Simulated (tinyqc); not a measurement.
## Step height from the transmission

Problem. A single step up from edge 0 (mass mL) to edge U (mass mS) transmits T(E) = 4 vL vR/(vL + vR)^2 with v = k/m, k = sqrt(m (E - edge)/C), C = hbar^2/(2 m0). It is known that vR < vL. Find vR/vL and U.

Inputs (values chosen for the exercise):

| symbol | value | unit | meaning |
|---|---|---|---|
| mL | 0.089 | m0 | mass in the left lead |
| E | 0.408 | eV | electron energy |
| mS | 0.12 | m0 | mass beyond the step |

T(E) = 0.93319610

Solution. The reflection amplitude is sqrt(1 - T(E)) = (1 - y)/(1 + y) with y = vR/vL < 1, and y^2 = (E - U) mL/(E mS).

vR/vL = 0.5892
U = 0.2170 eV

tinyqc, about 0.01 s, one thread, Intel Xeon 2.30GHz (shared host): `OMP_NUM_THREADS=1 python tinyqc.py 2560012 2560013 out.jsonl`
